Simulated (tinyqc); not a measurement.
Worked calculation: tight binding, dimerised chain. One step of it, computed by the program tinyqc.

Question. Bloch Hamiltonian at X. H_AA = +delta, H_BB = -delta, H_AB = -t1 - t2 exp(-i k a).

Parameters chosen for this model:
```
parameter     value                      unit
t1         2.380000       eV, inside the cell
t2         2.320000         eV, between cells
delta             0  eV, +/- on the two sites
```

k point X (2 pi / a): 0.500000

Give: H(k) at X.

Answer.

H(k) at X (eV):
```
         A        B
A   0.0000  -0.0600
B  -0.0600   0.0000
```
